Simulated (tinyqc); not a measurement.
Inside a calculation. Model: thin-body transistor below threshold, two-dimensional Poisson equation on a small mesh.

tinyqc, about 0.09 s, one thread, Intel Xeon 2.30GHz (shared host): `OMP_NUM_THREADS=1 python tinyqc.py 2480057 2480058 out.jsonl` Printed values are rounded.

A thin body on a thick buried insulator of low permittivity, taken as carrying no normal field at the bottom of the body (row 0). Mobile charge is neglected (subthreshold), the body is fully depleted, and potentials are counted from the intrinsic level; rows run upward to the gate, columns from source to drain.

Parameters, values chosen for the exercise; semiconductor permittivity close to that of germanium:
```
symbol,value,unit,meaning
eps_r,16.3,,relative permittivity of the semiconductor
eox,7.5,,relative permittivity of the insulator
tb,8,nm,body thickness
tox,1.8,nm,insulator thickness
L,48,nm,channel length
Na,3.1e17,cm^-3,acceptor density of the depleted body
Vbi,0.55,V,potential of the source
Vfb,-0.09,V,gate offset
Vg,0.1,V,gate voltage
Vd,1,V,drain voltage
```

Constants: q = 1.602176634e-19 C, eps0 = 8.8541878128e-14 F/cm where lengths are in cm. Results are converted to the units shown.

## Coefficients of the five-point equations

Mesh: rows i = 0..2 in the semiconductor (step hs = tb/2, row 2 on the interface), then 1 step(s) ho = tox/1 up to the gate row 3; columns j = 0..5 (step hy = L/5). Box integration, divided by eps0: up_i = eps hy/h of the interval above row i, dn_i = that of the interval below (0 for row 0), lat_i = (sum of eps h/2 over the intervals above and below)/hy, s_i = -q Na w_i hy/eps0 with w_i the semiconductor height of the box (hs/2 for row 0 and the interface row, hs between, 0 in the insulator). Each free node obeys (up + dn + 2 lat) psi = up psi(above) + dn psi(below) + lat [psi(left) + psi(right)] + s.

```
row     up     dn      lat      s (V)
0    39.12      0  3.39583  -0.107702
1    39.12  39.12  6.79167  -0.215404
2       40  39.12  4.09896  -0.107702
```

## Iteration 1: over-relaxation sweep (omega = 2.05)

psi at the start (fixed values on the edges, free nodes at zero) (V):
```
           j=0      j=1      j=2      j=3      j=4      j=5
row 0  0.55000  0.00000  0.00000  0.00000  0.00000  1.55000
row 1  0.55000  0.00000  0.00000  0.00000  0.00000  1.55000
row 2  0.55000  0.00000  0.00000  0.00000  0.00000  1.55000
row 3  0.19000  0.19000  0.19000  0.19000  0.19000  0.19000
```

Free nodes: rows 0..2, columns 1..4, taken row by row from row 0, left to right. t = (up psi(above) + dn psi(below) + lat [psi(left) + psi(right)] + s)/(up + dn + 2 lat), with the newest neighbours; psi(new) = psi + 2.05 (t - psi).

psi after iteration 1 (V):
```
           j=0      j=1      j=2       j=3      j=4      j=5
row 0  0.55000  0.07859  0.00711  -0.00373  0.22965  1.55000
row 1  0.55000  0.14722  0.02372  -0.00447  0.43010  1.55000
row 2  0.55000  0.36404  0.23272   0.19419  0.73877  1.55000
row 3  0.19000  0.19000  0.19000   0.19000  0.19000  0.19000
```

## Iteration 2: over-relaxation sweep (omega = 2.05)

As before.

psi after iteration 2 (V):
```
           j=0      j=1      j=2      j=3      j=4      j=5
row 0  0.55000  0.25431  0.06716  0.03630  0.74587  1.55000
row 1  0.55000  0.46765  0.30242  0.31226  1.12260  1.55000
row 2  0.55000  0.29849  0.25671  0.35459  0.61451  1.55000
row 3  0.19000  0.19000  0.19000  0.19000  0.19000  0.19000
```

## Course of the iteration: over-relaxation sweep (omega = 2.05)

Stop when the largest change of psi is below 1e-7 V, or after 25 iterations. Fixed values: gate row Vg - Vfb; column 0 at Vbi and the last column at Vbi + Vd in the semiconductor, each running linearly to Vg - Vfb across the insulator.

Course of the iteration:
```
iteration  psi at row 0, j = 2 (V)  largest |change| of one entry (V)
1                       0.00710676                              0.739
2                        0.0671565                              0.692
3                         0.555258                              0.768
4                         0.438981                              0.908
5                         0.416519                              0.873
6                        0.0845393                               1.07
7                         0.109531                              0.897
8                        -0.262857                               1.17
9                         0.407198                              0.670
...                            ...                                ...
17                        0.966657                               1.15
18                       -0.942743                               1.91
19                        -1.08223                               1.34
20                        0.189219                               1.91
21                         2.35886                               2.17
22                        0.881346                               1.73
23                       -0.694912                               1.58
24                        -1.18072                               1.84
25                        0.435409                               1.64
```

Not converged within 25 iterations. The largest change wanders without falling. Over-relaxation cannot converge for omega of 2 or more. A rerun with over-relaxation at omega = 1.32 converges in 19 iterations.
